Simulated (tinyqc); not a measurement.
Mirror strength against the number of periods: longitudinal sound in a periodic multilayer: transfer matrices, stop bands and folded phonons. Computed by tinyqc, a small Python program. Command: `OMP_NUM_THREADS=1 python tinyqc.py 3007639 3007640 out.jsonl multilayer walk`. One thread of a shared host (Intel(R) Xeon(R) Processor @ 2.30GHz), about 0.01 s of CPU time with the checks.

Layers 1 and 2 repeat with period d = d_1 + d_2; waves travel normal to the layers, without loss. State vector (u, s): displacement u and stress divided by omega. Impedances Z = rho v are in 1e6 kg/(m^2 s).

Inputs (values chosen for the exercise, modelled on silica (layer 1), platinum (layer 2) and gallium arsenide (substrate)): density rho_1 = 2.24 g/cm^3; velocity v_1 = 5920 m/s; thickness d_1 = 2.05 nm; density rho_2 = 21.2 g/cm^3; velocity v_2 = 4130 m/s; thickness d_2 = 1.4 nm; substrate density = 5.28 g/cm^3; substrate velocity = 4680 m/s; frequency f = 1150 GHz.

Method:
- Z = rho v; interface reflection r = (Z_2 - Z_1)/(Z_2 + Z_1) (stress amplitude, from 1 into 2); Bragg frequency f_B = 1/[2 (d_1/v_1 + d_2/v_2)]; long-wave velocity v_eff = d/sqrt[(d_1/v_1)^2 + (d_2/v_2)^2 + (Z_1/Z_2 + Z_2/Z_1)(d_1/v_1)(d_2/v_2)].
- A layer maps (u, s) by [[cos p, sin p/Z], [-Z sin p, cos p]], p = 2 pi f d_i/v_i; one period is M = M_2 M_1, and cos(q d) = trace(M)/2.
- For N periods A = M^N. A wave comes from a thick layer of material 1 and leaves into the substrate (Z_s): transmitted power T = 4 Z_1 Z_s/|Z_1 A_22 + Z_s A_11 - i (Z_1 Z_s A_12 - A_21)|^2, reflected power R = 1 - T.

Bragg frequency f_B = 729.643 GHz

Z_2 = 87.556

Z_1 = 13.2608

Z of the substrate = 24.7104

trace(M)/2 = -0.668523

Transmitted power:
```
N     T at f_B  T at f_B (dB)   T at f
1      0.15728        -8.0332  0.30841
2    0.0039169        -24.071  0.16612
3   9.0058e-05        -40.455  0.30417
4   2.0667e-06        -56.847  0.91708
6   1.0884e-09        -89.632  0.17220
8   5.7316e-13        -122.42  0.65980
12  1.5895e-19        -187.99  0.43482
16  4.4081e-26        -253.56  0.30274
24  3.3902e-39        -384.70  0.19066
```

At f_B each further period removes 16.39 dB at large N, which is 20 log10 of the impedance ratio, 16.39 dB, as for a quarter-wave stack; 99 % reflection needs N = 2 among these rows. At f, in a pass band, T does not decay with N. Values below about 1e-6 belong to the ideal stack: roughness and scattering into other modes, left out here, set a floor in a real one. Caution: at these frequencies damping, strong in glasses, and rough interfaces, both left out here, can weaken the stop bands; layers only a few atoms thick are also beyond continuum acoustics.
